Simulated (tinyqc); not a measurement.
Single-electron transistor, orthodox theory and master equation: one step of the calculation.

A metal island with n extra electrons joins the left lead (voltage V) and the right lead (0 V) by tunnel junctions and couples to a gate. Cs = CL + CR + Cg. Adding electron n + 1 costs mu(n) = [q (n + 1/2) - CL V - Cg Vg]/Cs (in volts); the Fermi levels are -V (left) and 0 (right). A jump that gains the energy W has the rate G(W) = (W/q)/(R [1 - exp(-W/Vt)]), W in volts, Vt = kB T/q. Sequential tunnelling only; I > 0 flows from left to right.

Problem. Probabilities and current. Steady state: p(n + 1)/p(n) = (sum of on rates)/(sum of off rates), normalised. I = q sum_n [p(n + 1) (off to left) - p(n) (on from left)].

Values chosen for this exercise: lowest charge state kept n0 = -1; highest charge state kept n1 = 2.

Constants: q = 1.602176634e-19 C. Results are converted to the units shown.

```
n to n + 1, n  on from left (1/ns)  on from right (1/ns)  off to left (1/ns)  off to right (1/ns)
-1                       276.35776             166.07973          0.94162874        6.7279430e-28
0                     3.0553653e-7             98.218705           1065.0485        4.0705967e-16
1                    6.7453315e-19             30.357813           2405.5131         1.2871600e-4
```

Give: p(n); I; mean n.

Solution.

p(n), n -1 to 2: 0.0019427  0.91282  0.084180  0.0010624
I = 14.826 nA
mean n = 0.084362

Two plain resistors in series would pass 23.2 nA; this is 63.9 % of that. 2 charge states hold more than 1 % each.

Range of the model: Cotunnelling, which dominates deep in the blockade, is left out. A junction resistance within a factor of four of h/q^2 = 25.8 kohm strains the orthodox theory.

Program tinyqc, `OMP_NUM_THREADS=1 python tinyqc.py 2780038 2780039 out.jsonl`; Intel Xeon 2.30GHz, shared host, one thread, about 0.01 s.
